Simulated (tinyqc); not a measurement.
Against voltage: leakage through a gate insulator: direct, Fowler-Nordheim, trap-assisted and Poole-Frenkel currents. Computed by tinyqc, a small Python program. Command: `OMP_NUM_THREADS=1 python tinyqc.py 3021470 3021471 out.jsonl oxideleak walk`. One thread of a shared host (Intel(R) Xeon(R) Processor @ 2.30GHz), about 0.01 s of CPU time with the checks.

Electrons enter from the cathode Fermi level at x = 0; the conduction band of the insulator lies phi_b - e F x above it, F = V/t. WKB exponents use a parabolic band with mass m.

Inputs (values chosen for the exercise, with an insulator like SiO2):
```
quantity                     value   unit
thickness t                    5.5     nm
barrier phi_b                  3.2     eV
tunnelling mass m             0.39    m_0
static constant eps_ox        3.87      -
trap depth phi_t               2.6     eV
trap density N_t           1.7e+19  cm^-3
attempt rate nu_0            1e+12    1/s
activation of capture E_a     0.28     eV
temperature T                  450      K
```

Constants: e = 1.602176634e-19 C; hbar = 1.054571817e-34 J s; hbar^2/(2 m_0) = 3.80998212 eV angstrom^2; k_B = 8.617333262e-05 eV/K.

Method:
- For a level a distance phi(x) below the band, the WKB exponent is 2 int kappa dx with kappa = sqrt(m phi/(hbar^2/2m_0)); for a linear barrier from phi_1 down to phi_2 = max(phi_1 - e F d, 0) it is G = (4/3) sqrt(m/(hbar^2/2m_0)) (phi_1^(3/2) - phi_2^(3/2))/(e F).
- J_tun = e^3 F^2/(16 pi^2 hbar m phi_b) x exp(-G) / [1 - sqrt(phi_2/phi_b)]^2 with the free-electron mass in the cathode (m in m_0), phi_2 = max(phi_b - e V, 0): direct tunnelling for e V < phi_b, Fowler-Nordheim above. Image forces, back-flow and the limit on supply are left out, so J_tun is overstated below about 0.5 V.
- A trap at depth x lies phi_t below the band. Capture: tunnel at the cathode Fermi level from 0 to x (G_in from phi_1 = phi_b), rate nu_0 exp(-G_in - E_c/k_B T) with E_c = E_a + max(phi_b - phi_t - e F x, 0), the last term being the height of the trap above the cathode Fermi level. Emission: tunnel from the trap level to the anode (G_out from phi_1 = phi_t over t - x), rate nu_0 exp(-G_out - E_a/k_B T). Re-emission to the cathode follows from detailed balance, rate_back = rate_in exp(dE/k_B T) with dE = phi_b - phi_t - e F x. Each trap passes R = rate_in rate_out/(rate_in + rate_back + rate_out) electrons per second; filling from the anode is left out.
- J_TAT = e N_t int_0^t R dx by the midpoint rule on 400 intervals; the most effective depth is the midpoint with the largest R, rounded to 0.01 nm.

Currents:
```
V (V)  F (MV/cm)  J_tun (A/cm^2)  J_TAT (A/cm^2)  best depth (nm)
0.66       1.200      1.9749e-18      5.1169e-15             2.62
1.33       2.418      7.0778e-17      1.5890e-11             2.61
2.01       3.655      3.9488e-15      6.9650e-11             2.54
2.68       4.873      3.7737e-13      2.3381e-10             2.51
3.36       6.109      2.0135e-10      9.7961e-10             2.45
4.03       7.327      2.2284e-07      1.0286e-08             2.33
4.70       8.545      3.5062e-05      2.4323e-07             1.15
5.38       9.782      1.7014e-03      3.0045e-06             0.97
6.05      11.000      3.4151e-02      2.0363e-05             0.85
```

The larger current changes between 3.36 and 4.03 V (to J_tun). Over the range J_tun grows by 16.2 decades and J_TAT by 9.6. The best depth moves towards the cathode as the field rises. The highest rows may lie beyond breakdown.

Extremes, crossings and ranges named in words are read from the listed rows.
